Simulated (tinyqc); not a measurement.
## Trap density from the barrier height

Problem. In a partly depleted grain with all boundary traps filled, 2 N W = Qt and VB = q N W^2/(2 eps0 eps_r). Find Qt, W and the doping at which VB would equal Vt.

Values chosen for this exercise:
```
symbol,value,unit,meaning
T,400,K,temperature
eps_r,11.7,,relative permittivity
```

Constants: q = 1.602176634e-19 C, kB = 1.380649e-23 J/K, Vt = kB T/q, eps0 = 8.8541878128e-14 F/cm where lengths are in cm. Results are converted to the units shown.

doping = 1e18 cm^-3
barrier height = 0.16258550 V

Answer. Eliminating W gives VB = q Qt^2/(8 eps0 eps_r N), which falls as 1/N.

Qt = 2.900e12 cm^-2
W = 14.50 nm
doping for VB = Vt = 4.717e18 cm^-3

tinyqc, about 0.01 s, one thread, Intel Xeon 2.30GHz (shared host): `OMP_NUM_THREADS=1 python tinyqc.py 2830254 2830255 out.jsonl`
